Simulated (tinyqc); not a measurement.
From results back to parameters: Weaire-Thorpe hybrids on a Bethe lattice: gap and dangling bond of an amorphous tetrahedral solid. Two cases, with inputs chosen for the exercise.

Problem. In the Weaire-Thorpe model the two p-like peaks lie at -V2 + V1 and V2 + V1, and the guaranteed gap is 2 V2 - 4 V1. The peak positions come from hidden V1 and V2.

Case 1.

peaks (eV): bonding -2.920, antibonding 6.280

Case 2.

peaks (eV): bonding -2.440, antibonding 6.080

Find: V1, V2; guaranteed gap; lowest possible level -3 V1 - V2.

Solution. The mean of the peaks is V1 and half their distance V2.

Case 1.

V1, V2 (eV): 1.68  4.60

guaranteed gap = 2.48 eV
lowest possible level -3 V1 - V2 = -9.64 eV

Case 2.

V1, V2 (eV): 1.82  4.26

guaranteed gap = 1.24 eV
lowest possible level -3 V1 - V2 = -9.72 eV

Computed by tinyqc, one run a case: `OMP_NUM_THREADS=1 python tinyqc.py N N+1 out.jsonl` with N = 1451572, 1451603; one thread of a shared Intel(R) Xeon(R) Processor @ 2.30GHz, about 0.03 s a run at most.
